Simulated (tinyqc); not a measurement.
# Worked calculation: free and trapped electrons in a MOS channel with a dense trap tail

tinyqc, about 0.02 s, one thread, Intel Xeon 2.30GHz (shared host): `OMP_NUM_THREADS=1 python tinyqc.py 2222114 2222115 out.jsonl` Printed values are rounded.

p-type body, charge-sheet picture, full ionisation (an idealisation for deep acceptors), Boltzmann statistics for free electrons. e = Ec - EF at the surface. Acceptor-like traps of density D(E) = D0 + De exp(-E/Ew) at depth E below Ec, from 0 to Eu, hold n_t = integral of D(E)/(1 + exp((e - E)/Vt)). psi = Eg - Vt ln(Nv/Na) - e; N_dep = sqrt(2 eps0 eps_r Na (psi - Vt)/q); n_f = sqrt(N_dep^2 + 2 eps0 eps_r Vt Nc exp(-e/Vt)/q) - N_dep; Vg = Vfb + psi + q (N_dep + n_t + n_f)/Cox, Cox = eps0 eox/tox.

Values chosen for this exercise; band and dielectric values close to those of gallium nitride: temperature T = 475 K; band gap Eg = 3.34 eV; relative permittivity eps_r = 9.42; conduction-band density of states at T Nc = 4.5e18 cm^-3; valence-band density of states at T Nv = 9.14e19 cm^-3; relative permittivity of the insulator eox = 3.9; insulator thickness tox = 61 nm; acceptor density Na = 7.6e15 cm^-3; flat-band voltage without trapped charge Vfb = -2.77 V; constant background density of acceptor-like traps D0 = 1.3e10 cm^-2 eV^-1; density of the tail at the conduction edge De = 7.9e13 cm^-2 eV^-1; decay energy of the tail Ew = 0.14 eV; depth below Ec down to which the traps reach Eu = 0.75 eV; mobility of free electrons mf = 210 cm^2/(V s); Ec - EF at the surface e = 0.201 eV.

Constants: q = 1.602176634e-19 C, kB = 1.380649e-23 J/K, Vt = kB T/q, eps0 = 8.8541878128e-14 F/cm where lengths are in cm. Results are converted to the units shown.

## Trapped charge

Trapezoid rule on 16 equal steps from 0 to Eu, f = 1/(1 + exp((e - E)/Vt)).

```
point      E (eV)  D(E) f (cm^-2 eV^-1)
0               0           5.779473e11
1      0.04687500           1.279668e12
2         0.09375           2.744738e12
3       0.1406250           5.389302e12
4          0.1875           8.664209e12
5       0.2343750           1.027648e13
6       0.2812500           9.300169e12
7       0.3281250           7.268818e12
8           0.375           5.360835e12
9       0.4218750           3.876277e12
10      0.4687500           2.785599e12
11      0.5156250           1.998658e12
12         0.5625           1.434117e12
13      0.6093750           1.029863e12
14      0.6562500           7.405539e11
15      0.7031250           5.335453e11
16           0.75           3.854336e11
```

n_t = 2.960837e12 cm^-2

With 1600 steps n_t = 2.963e12 cm^-2; the coarse value is 0.077 % below it.

## Charges and gate voltage

psi, N_dep, n_f and Vg as defined, with the n_t given; free share n_f/(n_f + n_t); apparent mobility mf n_f/(n_f + n_t); gate voltage spent on traps q n_t/Cox.

psi = 2.754447 V
N_dep = 4.633749e11 cm^-2
n_f = 1.500509e10 cm^-2
Vg = 9.718337 V
free share = 0.5042299 %
apparent mobility = 1.058883 cm^2/(V s)
gate voltage spent on traps = 8.379949 V
